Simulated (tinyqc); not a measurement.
Dopant mobility from one pulse.

Inverse problem. With linear drift and no window, R = Ron x + Roff (1 - x), dx/dt = k i, k = mv Ron/D^2, and so R^2 = R0^2 - 2 k (Roff - Ron) phi after the flux phi. Find x0, k, mv and the charge passed.

Values chosen for this exercise:
- Ron = 100 ohm (resistance of the fully doped film)
- Roff = 16000 ohm (resistance of the undoped film)
- D = 5 nm (film thickness)

R before and after a pulse of flux 0.075 V s (ohm): 10594.000  5992.7319

Answer. R^2 is linear in the flux and R is linear in the charge.

x0 = 0.340
k = 3.20e4 1/C
mv = 8.00e-15 m^2/(V s)
charge = 9.04 uC

Numbers from tinyqc (`OMP_NUM_THREADS=1 python tinyqc.py 2880121 2880122 out.jsonl`; about 0.3 s on one thread of a shared Intel Xeon 2.30GHz).
